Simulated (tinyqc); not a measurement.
MOS inversion layer, Poisson-Schroedinger loop: one step of the calculation.

Electrons confined at an insulator interface at z = 0, treated as a hard wall; parabolic valleys, Hartree approximation, no image or exchange terms. The depletion charge lies far deeper than the electrons and gives a uniform field q Nd/(eps0 eps_r); the gate balances all charge. Energies are counted from the band edge at the interface.

Problem. Closed-form estimates. Triangular well: E_k = a_k (C F^2/mz)^(1/3), a_1 = 2.338107, a_2 = 4.087949, C = hbar^2/(2 m0), F in eV/nm. Fang-Howard (all electrons in the lowest level of set A): b^3 = 6 (mz1/C) q (Nd + 11 Ns/32)/(eps0 eps_r), centroid 3/b, level C b^2/(4 mz1) + (3/b) q (Nd + 11 Ns/16)/(eps0 eps_r). Use F = q (Nd + Ns)/(eps0 eps_r), the surface field, and F = q (Nd + Ns/2)/(eps0 eps_r).

Inputs (values chosen for the exercise); masses and permittivity close to those of silicon (100):
```
symbol   value   unit                                     meaning
eps_r     11.8                              relative permittivity
mz1       0.92     m0  mass along z of valley set A (2 valley(s))
Ns      8.2e12  cm^-2                  sheet density of electrons
Nd      1.7e11  cm^-2           sheet density of depletion charge
```

Constants: q = 1.602176634e-19 C, hbar = 1.054571817e-34 J s, m0 = 9.1093837015e-31 kg, eps0 = 8.8541878128e-14 F/cm where lengths are in cm, hbar^2/(2 m0) = 0.0380998212 eV nm^2. Results are converted to the units shown.

Find: A1 with the surface field; A1 with Nd + Ns/2; A2 with Nd + Ns/2; b; Fang-Howard centroid; Fang-Howard level.

Solution.

A1 with the surface field = 0.2058 eV
A1 with Nd + Ns/2 = 0.1314 eV
A2 with Nd + Ns/2 = 0.2298 eV
b = 1.880 1/nm
Fang-Howard centroid = 1.596 nm
Fang-Howard level = 0.1787 eV

Computed by the program tinyqc: `OMP_NUM_THREADS=1 python tinyqc.py 2160173 2160174 out.jsonl`, one thread of a shared Intel Xeon 2.30GHz, about 0.7 s for the whole run.
